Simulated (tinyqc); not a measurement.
Heavy doping: band filling, gap narrowing, band tails and the effective intrinsic density: one step, computed by the program tinyqc. Command: `OMP_NUM_THREADS=1 python tinyqc.py 3027804 3027805 out.jsonl gapnarrow walk`. One thread of a shared host (Intel(R) Xeon(R) Processor @ 2.30GHz), about 0.02 s of CPU time with the checks.

An n-type crystal above its Mott density, with all dopants ionised: n = N_D - N_A, ionised centres N_I = N_D + N_A. Valleys are taken as spherical with mass m_e.

Problem. Scales. n = N_D (1 - ratio); Ry* = Ry m_e/eps^2, a* = a_0 eps/m_e; r_s = (3/(4 pi n))^(1/3)/a*; k_F = (3 pi^2 n/M_c)^(1/3); Mott density (0.26/a*)^3.

Inputs (values chosen for the exercise, for a model semiconductor):

| quantity | value | unit |
|---|---|---|
| electron mass m_e | 0.184 | m_0 |
| valleys M_c | 1 | - |
| dielectric constant eps | 7.63 | - |
| donor density N_D | 6.9e+19 | cm^-3 |
| compensation ratio N_A/N_D | 0.1 | - |

Conduction band: non-parabolic (Kane).

Constants: a_0 = 0.529177210903 angstrom; Ry = 13.605693123 eV.

Give: n; Ry*; a*; r_s; k_F; Mott density.

Solution.

n = 6.21e+19 cm^-3

Ry* = 43.00 meV

a* = 21.94 angstrom

r_s = 0.7139

k_F = 0.1225 1/angstrom

Mott density = 1.663e+18 cm^-3
